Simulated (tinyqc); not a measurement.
Worked calculation: valley splitting in a one-orbital chain of atomic planes (second-neighbour model). Values are carried at full precision from step to step, so a last printed digit may differ when a step is redone from the rounded ones.

Each (001) plane carries one orbital with energy e0, hopping v to the next plane and u to the second: E(phi) = e0 + 2 v cos(phi) + 2 u cos(2 phi), where phi = pi - k a/4 (the sign of every second orbital is chosen so that v > 0, which shifts the phase by pi). The minimum lies at cos(phi0) = -v/(4u), phi0 = pi - (pi/2) k0 for a valley at k0 (2 pi/a), and e0 puts it at zero. A slab of N planes has hard walls: the matrix simply ends.

Constants: hbar^2/2m0 = 3.80998211 eV angstrom^2.

Inputs chosen for the exercise (near those of the Delta valleys of silicon; abrupt walls in this chain split the valleys several times more than measured wells; the results hold for these values, not for the real material):
- a = 5.437 angstrom (lattice constant; planes lie a/4 apart)
- k0 = 0.837 2 pi/a (position of the valley)
- ml = 0.874 m0 (longitudinal mass)
- N = 9 (planes in the small slab)

## Hoppings from the valley position and mass

The curvature at the minimum is d2E/dphi2 = 8 u sin^2(phi0) = (2c/ml)/(a/4)^2 with c = hbar^2/2m0; v = -4 u cos(phi0); e0 = 2u + v^2/(4u).

phi0 = 1.82684 rad
u = 0.63029 eV
v = 0.63849 eV
e0 = 1.42228 eV

## The bulk band

E at phi = j pi/10.

Band:
```
phi/pi  E (eV)
0.0     3.9598
0.1     3.6566
0.2     2.8449
0.3     1.7833
0.4     0.7971
0.5     0.1617
0.6     0.0078
0.7     0.2822
0.8     0.7787
0.9     1.2276
1.0     1.4059
```

## Hamiltonian of the slab

e0 on the diagonal, v and u on the first and second off-diagonals.

H (eV):
```
[[1.4223, 0.6385, 0.6303, 0, 0, 0, 0, 0, 0],
 [0.6385, 1.4223, 0.6385, 0.6303, 0, 0, 0, 0, 0],
 [0.6303, 0.6385, 1.4223, 0.6385, 0.6303, 0, 0, 0, 0],
 [0, 0.6303, 0.6385, 1.4223, 0.6385, 0.6303, 0, 0, 0],
 [0, 0, 0.6303, 0.6385, 1.4223, 0.6385, 0.6303, 0, 0],
 [0, 0, 0, 0.6303, 0.6385, 1.4223, 0.6385, 0.6303, 0],
 [0, 0, 0, 0, 0.6303, 0.6385, 1.4223, 0.6385, 0.6303],
 [0, 0, 0, 0, 0, 0.6303, 0.6385, 1.4223, 0.6385],
 [0, 0, 0, 0, 0, 0, 0.6303, 0.6385, 1.4223]]
```

## Levels and the valley doublet

Diagonalise H. The two lowest levels are the doublet made from the valleys at +k0 and -k0; give their splitting, the weights of the lowest state, and its parity under reversal of the planes.

levels (eV): [0.1570, 0.2246, 0.5728, 0.7836, 1.1612, 1.2538, 2.0031, 2.9570, 3.6873]

splitting = 67.63 meV

weights on the planes: [0.072, 0.071, 0.072, 0.285, 0.000, 0.285, 0.072, 0.071, 0.072]

parity of the lowest state: odd

The mean of the doublet lies 0.1908 eV above the bulk minimum, and level 3 lies 0.3820 eV above that mean; the weights oscillate from plane to plane because the two valleys interfere.

## Checks

- Mean of the doublet for 400 planes against the effective-mass level with W = 402 a/4 (meV): both 0.1441.

(tinyqc, `OMP_NUM_THREADS=1 python tinyqc.py 1452320 1452321 out.jsonl`, Intel(R) Xeon(R) Processor @ 2.30GHz, 1 thread, shared host, about 0.02 s.)
